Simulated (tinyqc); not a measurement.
Pair of shallow donors (hydrogen-like orbitals), step by step. Values are carried at full precision from step to step, so a last printed digit may differ when a step is redone from the rounded ones.

Each donor has the orbital exp(-r/a); energy unit Ha* = q/(eps a), q = e^2/(4 pi eps0), so that a lone donor is bound by Ha*/2; x = R/a. One electron: S = (1 + x + x^2/3) exp(-x), j = 1/x - (1 + 1/x) exp(-2x), k = (1 + x) exp(-x); levels E(+/-) = -1/2 - (j +/- k)/(1 +/- S) in Ha*, without the repulsion of the ions, split by D = |E(-) - E(+)|. In six valleys the overlaps S and k are multiplied by v = [cos(K Rx) + cos(K Ry) + cos(K Rz)]/3, K = k0 (2 pi/a_lat), for isotropic envelopes and the symmetric valley state.

Constants: e^2/(4 pi eps0) = 14.39964547 eV angstrom; hbar = 6.58211957e-16 eV s.

Inputs chosen for the exercise (near those of two donors in Si; the results hold for these values, not for the real material):

| symbol | value | unit | meaning |
|---|---|---|---|
| a | 18.7 | angstrom | orbital radius |
| eps | 11.4 |  | dielectric constant |
| n | (21.5, 0.5, 0) | a_lat | separation vector |
| a_lat | 5.431 | angstrom | lattice constant |
| k0 | 0.848 | 2 pi/a_lat | valley position |
| dV | 2.3 | D | detuning between the donors, in units of D |

## Distance and integrals

Give Ha*, R, x, S, j, k and v.

Ha* = 67.547 meV
R = 116.80 angstrom
x = 6.2459

S, j, k: 0.03925  0.16010  0.01405

v = 0.0749

## One electron on two donors

Give both levels, the splitting D = |E(-) - E(+)| and the tunnelling frequency D/(2 pi hbar).

E(+), E(-) (meV): -44.627  -44.548

D = 0.07854 meV
frequency = 18.99 GHz

The second ion deepens the mean level by 10.81 meV, against Ha*/x = 10.81 meV for a point charge. Without the valley factor D would be 1.05 meV; v is positive, so the even combination lies lower.

## Detuning by a gate

Two-level picture for one electron: with detuning u = dV D the splitting is sqrt(D^2 + u^2) and the lower state has weight (1 + u/sqrt(D^2 + u^2))/2 on the lower donor; the field needed is u/(e R), 1 meV/angstrom = 100 kV/cm.

splitting = 0.1970 meV
weight = 0.959
field = 0.155 kV/cm

## Two electrons and exchange

Two electrons, Heitler-London: with S' = (1 - x + x^2/3) exp(x), C = 1/x - exp(-2x)(1/x + 11/8 + 3x/4 + x^2/6), X = (1/5){exp(-2x)(25/8 - 23x/4 - 3x^2 - x^3/3) + (6/x)[S^2 (0.5772157 + ln x) + S'^2 Ei(-4x) - 2 S S' Ei(-2x)]}, Q = C - 2j + 1/x and A = X - 2 S k + S^2/x, the singlet and triplet lie at (Q +/- w A)/(1 +/- w S^2) from two lone donors, with the valley weight w = v^2; the exchange is J = triplet - singlet.

Give C, X, Q, A and J.

C, X, Q, A (Ha*): 0.1601  0.0005547  -3.908e-05  -0.0003012

J = 0.228 micro-eV

A swap of the two spins takes pi hbar/J = 9.06 ns (hbar = 6.58212e-16 eV s). Against the one-electron splitting D = 0.0785 meV, J/D = 0.0029: exchange needs both electrons to tunnel and falls as exp(-2x), D as exp(-x).

## Checks

- Heitler-London binding at x = 1.6425 against the known 0.1160 hartree: both 0.1160.
- Overlap S by quadrature in spheroidal coordinates against the formula: both 0.03925.

(tinyqc, `OMP_NUM_THREADS=1 python tinyqc.py 1281888 1281889 out.jsonl`, Intel(R) Xeon(R) Processor @ 2.30GHz, 1 thread, shared host, about 0.01 s.)
